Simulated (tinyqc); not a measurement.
Inside a calculation. Method: MP2 on RHF in the sto-6g basis, for H4, spin multiplicity 1. One step of it, computed by the program tinyqc.

Task: Second-order Moller-Plesset energy. E2 = sum_ijab (ia|jb) [2 (ia|jb) - (ib|ja)] / (e_i + e_j - e_a - e_b) over occupied i, j and virtual a, b; the opposite-spin part is (ia|jb)^2 / denominator, the rest is same-spin, and SCS-MP2 scales them by 6/5 and 1/3.

orbital energies (hartree): MO1 -0.683357, MO2 -0.438226, MO3 0.406666, MO4 1.060317

Two-electron integrals over orbitals (pq|rs), unique and non-zero (hartree):
```
(11|11) 0.512107    (21|21) 0.170187    (22|11) 0.466668    (22|22) 0.481975
(31|11) -0.076413   (31|22) 0.002902    (31|31) 0.107628    (32|21) 0.094804
(32|32) 0.125088    (33|11) 0.475803    (33|22) 0.473392    (33|31) -0.017053
(33|33) 0.496054    (41|21) 0.039626    (41|32) -0.054111   (41|41) 0.090915
(42|11) 0.082470    (42|22) 0.014642    (42|31) -0.098170   (42|33) 0.014463
(42|42) 0.105278    (43|21) -0.161301   (43|32) -0.094997   (43|41) -0.037295
(43|43) 0.174149    (44|11) 0.541095    (44|22) 0.498329    (44|31) -0.082177
(44|33) 0.516503    (44|42) 0.093473    (44|44) 0.608250
```

Hartree-Fock energy = -2.17447350 hartree

Give: Terms; Pair energies; MP2 correlation energy; SCS-MP2 correlation energy; MP2 total energy.

Result:

Terms:
```
i  j  a  b  (ia|jb)  (ib|ja)  denominator       term
2  2  3  3   0.1251   0.1251      -1.6898    -0.0093
1  2  3  4  -0.0982  -0.0541      -2.5886    -0.0054
2  1  4  3  -0.0982  -0.0541      -2.5886    -0.0054
1  1  3  3   0.1076   0.1076      -2.1800    -0.0053
2  2  4  4   0.1053   0.1053      -2.9971    -0.0037
1  1  4  4   0.0909   0.0909      -3.4873    -0.0024
1  2  4  3  -0.0541  -0.0982      -2.5886  -2.10e-04
2  1  3  4  -0.0541  -0.0982      -2.5886  -2.10e-04
```

Pair energies (hartree; pair i-j sums ij and ji):
```
pair  opposite spin  same spin
1-1         -0.0077     0.0000
2-1         -0.0097    -0.0015
2-2         -0.0130     0.0000
```

MP2 correlation energy = -0.031850 hartree

SCS-MP2 correlation energy = -0.036920 hartree

MP2 total energy = -2.206323 hartree
